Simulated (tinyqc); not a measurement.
Permeation of metal atoms or ions through a thin barrier or dielectric: time lag, field-aided drift and lifetime. Inputs raised by 5 %, one at a time. Computed by tinyqc, a small Python program. Command: `OMP_NUM_THREADS=1 python tinyqc.py 3030029 3030030 out.jsonl barrier sens`. One thread of a shared host (Intel(R) Xeon(R) Processor @ 2.30GHz), about 0.05 s of CPU time with the checks.

The film 0 < x < d is empty at first; C = C0 at x = 0 and C = 0 at x = d. dC/dt = D d2C/dx2.

Inputs (values chosen for the exercise, for a model case: neutral metal atoms through a barrier): thickness d = 4.7 nm; prefactor D0 = 2000 cm^2/s; activation energy E = 1.41 eV; concentration at the source side C0 = 2.7e+19 1/cm^3; charge number z = 0; voltage V (positive drives ions across) = 0 V; critical dose Q_c = 1e+10 1/cm^2; test temperature T = 100 C; use temperature T_u = 70 C.

Constants: k_B = 8.617333262e-05 eV/K.

Method:
- D = D0 exp(-E/(k_B T)); time scale d^2/D; Peclet number P = z V/(k_B T), k_B T in eV; 1 nm = 1e-7 cm.
- Temperatures in kelvin are T(C) + 273.15.
- Steady flux J = (D C0/d) P/(1 - exp(-P)); time lag in units of d^2/D: s_L = [P (1 + exp(-P))/(1 - exp(-P)) - 2]/P^2 (P = 0: J = D C0/d, s_L = 1/6).
- Dose through the film Q(s) = C0 d {f (s - s_L) - 2 exp(P/2) sum_(n=1..200) (-1)^n n^2 pi^2 exp(-l_n s)/l_n^2}, l_n = n^2 pi^2 + P^2/4, f = P/(1 - exp(-P)) the relative flux.
- Solve Q = Q_c for s. At the use temperature D and P take T_u, with the same C0 and V; 1 year = 3.15576e7 s.

Runs:
```
input moved                                      from         to  failure time at T (s)  failure time at T_u (years)  steady flux J (1/(cm^2 s))  time lag (s)
base run                                            -          -                  73.30                    0.0001074                  1.0394e+10         203.5
thickness d (nm)                                  4.7      4.935                  80.09                    0.0001173                  9.8990e+09         224.3
prefactor D0 (cm^2/s)                            2000       2100                  69.81                    0.0001023                  1.0914e+10         193.8
activation energy E (eV)                         1.41     1.4805                 656.53                    0.0011649                  1.1604e+09        1822.7
concentration at the source side C0 (1/cm^3)  2.7e+19  2.835e+19                  72.65                    0.0001064                  1.0914e+10         203.5
critical dose Q_c (1/cm^2)                      1e+10   1.05e+10                  73.96                    0.0001083                  1.0394e+10         203.5
```

Exponents ln(y'/y) / ln(x'/x):
```
input                                failure time at T  failure time at T_u  steady flux J  time lag
thickness d                                      1.817                1.817         -1.000     2.000
prefactor D0                                    -1.000               -1.000          1.000    -1.000
activation energy E                             44.937               48.865        -44.937    44.937
concentration at the source side C0             -0.183               -0.183          1.000     0.000
critical dose Q_c                                0.184                0.184          0.000     0.000
```

To which inputs is each result most sensitive?

Among the inputs moved here: failure time at T answers most in size to activation energy E (exponent +44.937), next to thickness d (+1.817). Its exponent -1.000 in prefactor D0: D sets the clock. Failure time at T_u answers most in size to activation energy E (exponent +48.865), next to thickness d (+1.817). Steady flux J answers most in size to activation energy E (exponent -44.937), next to thickness d (-1.000); its exponent is below 0.0005 for critical dose Q_c. Time lag answers most in size to activation energy E (exponent +44.937), next to thickness d (+2.000); its exponent is below 0.0005 for concentration at the source side C0, critical dose Q_c. Its exponent +2.000 in thickness d: the lag scales as d^2/D, with P independent of d.

Caution (all rows): a prefactor D0 above about 10 cm^2/s is far larger than atomic jumps allow; it only sets the time scale of the exercise. Caution (all rows): grain boundaries, pinholes, trapping and space charge are left out; thin real barriers usually fail at defects.
